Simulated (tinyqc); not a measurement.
Changing the temperature T: Born-von Karman spring model of a cubic crystal with one atom per cell. Computed by tinyqc, a small Python program. Command: `OMP_NUM_THREADS=1 python tinyqc.py 3005975 3005976 out.jsonl springs sweep`. One thread of a shared host (Intel(R) Xeon(R) Processor @ 2.30GHz), about 0.2 s of CPU time with the checks.

First neighbours lie at a (1,0,0) (6 of them), second at a (1,1,0) (12), with all permutations and signs; the volume per atom is Omega = a^3.

Inputs (values chosen for the exercise, for a model crystal):
```
quantity,value,unit
atomic mass M,166,u
radial spring k1L,0.751,eV/angstrom^2
transverse spring k1T,-0.058,eV/angstrom^2
radial spring k2L,0.32,eV/angstrom^2
transverse spring k2T,0.014,eV/angstrom^2
mesh divisions n,6,-
```

Lattice: sc.

Constants: nu for 1 eV/(angstrom^2 u) = 15.6333042 THz; h x 1 THz = 4.135667696 meV; k_B = 8.617333262e-05 eV/K; hbar^2/u = 4.18015928e-03 eV angstrom^2.

Method:
- A neighbour at R with unit vector n couples by the matrix K(R) = kL n n^T + kT (1 - n n^T), and D(q) = (1/M) sum_R K(R) [1 - cos(q.R)].
- An eigenvalue lambda of D in eV/(angstrom^2 u) gives nu = 15.6333042 THz x sqrt(lambda).
- Mesh: q = sum_i (m_i + 1/2)/n b_i, m_i = 0..n-1, with b = [[1.0, 0.0, 0.0], [0.0, 1.0, 0.0], [0.0, 0.0, 1.0]] in 2 pi/a; sums are averages over the n^3 points, per atom.
- With x = h nu/(k_B T) and n = 1/(exp(x) - 1) for each mode: F = k_B T [x/2 + ln(1 - exp(-x))], U = k_B T x (n + 1/2), S/k_B = x n - ln(1 - exp(-x)), C/k_B = x^2 n (n + 1).
- <u_x^2> = (1/3) sum over modes of hbar^2/(2 M h nu) coth(x/2); zero-point energy = sum h nu/2. <u_x^2> converges slowly with the mesh, from below, with an error of order 1/n.

One run for each value:
```
temperature T (K),heat capacity C (k_B/atom),entropy S (k_B/atom),<u_x^2> (angstrom^2),free energy F (meV/atom),energy U (meV/atom)
40,1.9592,1.2171,0.002374,1.0536e+01,14.73
59,2.4414,2.0793,0.003073,7.8168e+00,18.39
87,2.7222,3.0876,0.004222,1.5264e+00,24.67
130,2.8707,4.2143,0.006084,-1.2123e+01,35.09
190,2.9384,5.3181,0.008748,-3.6936e+01,50.14
410,2.9866,7.6012,0.018661,-1.6209e+02,106.47
610,2.9939,8.7894,0.027715,-3.0401e+02,158.02
900,2.9972,9.9546,0.040860,-5.3915e+02,232.88
```

Give the missing row, temperature T (K) = 280.

Computed row; columns: (1) temperature T (K); (2) heat capacity C (k_B/atom); (3) entropy S (k_B/atom); (4) <u_x^2> (angstrom^2); (5) free energy F (meV/atom); (6) energy U (meV/atom):
```
(1)     (2)     (3)       (4)          (5)    (6)
280  2.9714  6.4647  0.012790  -8.2905e+01  73.08
```

Interpolating between the two neighbouring rows (the first column on a logarithmic scale, the others too where they are positive) misses most in free energy F (meV/atom), by 21 %. Over the rows, heat capacity C (k_B/atom) rises from 1.96 to 3.00 (exponent d ln y / d ln x 0.57 between the first rows and 0.0028 between the last); entropy S (k_B/atom) rises from 1.22 to 9.95 (exponent d ln y / d ln x 1.4 between the first rows and 0.32 between the last); <u_x^2> (angstrom^2) rises from 0.00237 to 0.0409 (exponent d ln y / d ln x 0.66 between the first rows and 1.00 between the last). At the high end the exponent of heat capacity C is 0.00, close to 0: the Dulong-Petit limit. At the high end the exponent of <u_x^2> is 1.00, close to 1: the classical law, k_B T over a spring constant. F is positive while zero-point energy rules and changes sign between 87.0 and 130 K, where T S overtakes U.

Extremes, crossings and ranges named in words are read from the listed rows.
